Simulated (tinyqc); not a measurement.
Position of the support ring: thermal and gravitational stress in a wafer during furnace and rapid thermal processing, and the onset of slip. Computed by tinyqc, a small Python program. Command: `OMP_NUM_THREADS=1 python tinyqc.py 3027195 3027196 out.jsonl slip walk`. One thread of a shared host (Intel(R) Xeon(R) Processor @ 2.30GHz), about 0.01 s of CPU time with the checks.

A thin free disc in plane stress, isotropic; T(r) = T_centre + dT (r/R)^n. Stress is positive in tension; sigma_SB = 5.670374419e-8 W/(m^2 K^4), g = 9.80665 m/s^2.

Inputs (values chosen for the exercise, modelled on silicon): wafer radius R = 75 mm; thickness t = 675 micrometre; Poisson ratio nu = 0.27; density rho = 2330 kg/m^3.

Method. Own weight q = rho g t on a ring of radius b R, x = r/R: moments of an edge-supported plate, M_r = q R^2 (3 + nu)(1 - x^2)/16 and M_t = q R^2 [(3 + nu) - (1 + 3 nu) x^2]/16, less the uniform moment inside the ring load, q R^2 [(1 - nu)(1 - b^2) - 2 (1 + nu) ln b]/8; stress at the lower face = 6 M/t^2.

Stress at the lower face (MPa):
```
b       centre  radial at ring  hoop at ring  largest in size
0.40  -0.18645        -0.22381      -0.20713          0.22381
0.50  -0.09612        -0.15450      -0.12843          0.15450
0.60  -0.01852        -0.10258      -0.06505          0.10258
0.65   0.01703        -0.08162      -0.03758          0.08162
0.70   0.05095        -0.06347      -0.01238          0.06347
0.75   0.08353        -0.04781       0.01083          0.08353
0.80   0.11502        -0.03441       0.03231          0.11502
0.90   0.17547        -0.01366       0.07078          0.17547
1.00   0.23349         0.00000       0.10425          0.23349
```

What follows from these numbers?

Among these rows the largest stress is least, 0.063 MPa, for a ring at 0.7 R, 3.7 times below edge support: the overhang balances the sag of the centre. All values scale as R^2/t.

Extremes, crossings and ranges named in words are read from the listed rows.
